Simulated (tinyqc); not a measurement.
Virtual-crystal alloy A(1-x)B(x) in sp3s* tight binding: one step. Levels at L. Three cases, with inputs chosen for the exercise.

Question. Diagonalise H; four bands are filled. The top of the valence band is the lower p root at Gamma.

Give: levels; gap from the valence top to L.

Case 1.

H (eV), lower triangle (Hermitian):
```
                      sa                   xa                   ya                   za                  s*a
sa             -8.362640
xa                     0             0.951250
ya                     0                    0             0.951250
za                     0                    0                    0             0.951250
s*a                    0                    0                    0                    0             7.457020
sc   -2.187842-2.187842i   1.933158+1.933158i   1.933158+1.933158i   1.933158+1.933158i                    0
xc   -1.486411-1.486411i   0.658681+0.658681i  -1.544577-1.544577i  -1.544577-1.544577i  -1.417371-1.417371i
yc   -1.486411-1.486411i  -1.544577-1.544577i   0.658681+0.658681i  -1.544577-1.544577i  -1.417371-1.417371i
zc   -1.486411-1.486411i  -1.544577-1.544577i  -1.544577-1.544577i   0.658681+0.658681i  -1.417371-1.417371i
s*c                    0   1.598016+1.598016i   1.598016+1.598016i   1.598016+1.598016i                    0

            sc        xc        yc        zc       s*c
sc   -1.799550
xc           0  3.642200
yc           0         0  3.642200
zc           0         0         0  3.642200
s*c          0         0         0         0  6.712970
```

p roots (eV): -0.001358  4.594808

Answer.

levels (eV): -10.5219  -6.1131  -1.0972  -1.0972  2.0914  3.7126  5.6907  5.6907  8.7533  10.6790

gap from the valence top to L = 2.0928 eV

Case 2.

H (eV), lower triangle (Hermitian):
```
                      sa                   xa                   ya                   za                  s*a
sa             -8.140760
xa                     0             1.105800
ya                     0                    0             1.105800
za                     0                    0                    0             1.105800
s*a                    0                    0                    0                    0             8.538360
sc   -2.543783-2.543783i   2.192128+2.192128i   2.192128+2.192128i   2.192128+2.192128i                    0
xc   -1.526154-1.526154i   0.743015+0.743015i  -1.812410-1.812410i  -1.812410-1.812410i  -1.658786-1.658786i
yc   -1.526154-1.526154i  -1.812410-1.812410i   0.743015+0.743015i  -1.812410-1.812410i  -1.658786-1.658786i
zc   -1.526154-1.526154i  -1.812410-1.812410i  -1.812410-1.812410i   0.743015+0.743015i  -1.658786-1.658786i
s*c                    0   1.776967+1.776967i   1.776967+1.776967i   1.776967+1.776967i                    0

            sc        xc        yc        zc       s*c
sc   -2.301840
xc           0  3.998680
yc           0         0  3.998680
zc           0         0         0  3.998680
s*c          0         0         0         0  7.056240
```

p roots (eV): 0.001013  5.103467

Answer.

levels (eV): -10.8643  -6.9123  -1.3404  -1.3404  2.2267  4.0373  6.4449  6.4449  9.6425  12.1266

gap from the valence top to L = 2.2257 eV

Case 3.

H (eV), lower triangle (Hermitian):
```
                      sa                   xa                   ya                   za                  s*a
sa             -8.210540
xa                     0             1.028790
ya                     0                    0             1.028790
za                     0                    0                    0             1.028790
s*a                    0                    0                    0                    0             8.370240
sc   -2.302467-2.302467i   2.022365+2.022365i   2.022365+2.022365i   2.022365+2.022365i                    0
xc   -1.623528-1.623528i   0.685784+0.685784i  -1.742135-1.742135i  -1.742135-1.742135i  -1.690775-1.690775i
yc   -1.623528-1.623528i  -1.742135-1.742135i   0.685784+0.685784i  -1.742135-1.742135i  -1.690775-1.690775i
zc   -1.623528-1.623528i  -1.742135-1.742135i  -1.742135-1.742135i   0.685784+0.685784i  -1.690775-1.690775i
s*c                    0   1.715080+1.715080i   1.715080+1.715080i   1.715080+1.715080i                    0

            sc        xc        yc        zc       s*c
sc   -2.381000
xc           0  3.662430
yc           0         0  3.662430
zc           0         0         0  3.662430
s*c          0         0         0         0  6.740900
```

p roots (eV): 0.001167  4.690053

Answer.

levels (eV): -10.7382  -6.8025  -1.3318  -1.3318  1.8764  3.7315  6.0231  6.0231  9.2787  11.8649

gap from the valence top to L = 1.8753 eV

Computed by tinyqc, one run a case: `OMP_NUM_THREADS=1 python tinyqc.py N N+1 out.jsonl` with N = 1451088, 1451108, 1451385; one thread of a shared Intel(R) Xeon(R) Processor @ 2.30GHz, about 0.09 s a run at most.
